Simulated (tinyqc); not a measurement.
# Worked calculation: van der Pauw, Hall and four-point-probe measurements on a doped layer

Program tinyqc, `OMP_NUM_THREADS=1 python tinyqc.py 2850224 2850225 out.jsonl`; Intel Xeon 2.30GHz, shared host, one thread, about 0.01 s. Printed values are rounded.

A uniform p-type layer with sheet resistance Rs = 1/(q ns mu), point contacts, low field (mu B small).

Inputs (values chosen for the exercise): sheet density of the layer ns = 1.6e12 cm^-2; drift mobility mu = 20 cm^2/(V s); Hall factor rH = 1.1; magnetic field B = 2 T; current I = 1000 uA; side ratio a/b of a rectangular sample with corner contacts ar = 1.21; thickness of the layer t = 57 nm.

Constants: q = 1.602176634e-19 C. Results are converted to the units shown.

## Resistances and Hall voltage

Rs = 1/(q ns mu). For a rectangle with contacts at the corners, RA = (8 Rs/pi) sum_(k>=0) ln coth((2k + 1) pi a/(2 b)) with current along a short side b and voltage along the opposite one, RB the same with a and b exchanged; Hall voltage VH = rH B I/(q ns), negative for electrons.

Rs = 1.950472e5 ohm/square
RA = 22207.69 ohm
RB = 74601.57 ohm
VH = 858.2075 mV

RB/RA = 3.36; for a square both equal Rs ln 2/pi = 43000 ohm.

## Starting value

z = 2 ln 2/(pi (RA + RB)), exact for RA = RB.

z at the start = 0.004558151 mS

## Iteration 1: new z

The van der Pauw equation exp(-pi RA z) + exp(-pi RB z) = 1 is solved for z = 1/Rs: e1 = exp(-pi RA z), e2 = exp(-pi RB z), f = e1 + e2 - 1, f' = -pi (RA e1 + RB e2), z(new) = z - f/f'.

e1 = 0.7275949
e2 = 0.3435978
f = 0.07119268
f' = -131.2907 kohm
z after iteration 1 = 0.005100403 mS

## Iteration 2: new z

As before.

e1 = 0.7005830
e2 = 0.3025920
f = 0.003174988
f' = -119.7957 kohm
z after iteration 2 = 0.005126906 mS

## Course of the iteration

Stop when the step is below 1e-10 mS, or after 40 iterations.

Course of the iteration:
```
iteration  z before the step (mS)  step (mS)
1                     0.004558151    5.42e-4
2                     0.005100403    2.65e-5
3                     0.005126906    5.89e-8
4                     0.005126965   2.90e-13
```

Converged in 4 iterations.

## Sheet density, mobility and bulk values

converged z = 0.005126965 mS

Rs = 1/z; Hall sheet density B I/(q |VH|); Hall mobility |VH|/(Rs B I); true values ns = rH times the Hall density, mu = Hall mobility/rH; bulk density ns/t, resistivity Rs t; correction factor F = Rs/[(pi/ln 2)(RA + RB)/2].

Rs = 1.950472e5 ohm/square
Hall sheet density = 1.454545e12 cm^-2
Hall mobility = 22 cm^2/(V s)
ns = 1.6e12 cm^-2
mu = 20 cm^2/(V s)
bulk density = 2.807018e17 cm^-3
resistivity = 1.111769 ohm cm
F = 0.8890544

Taking the mean of RA and RB without F would overstate Rs by 12 %.
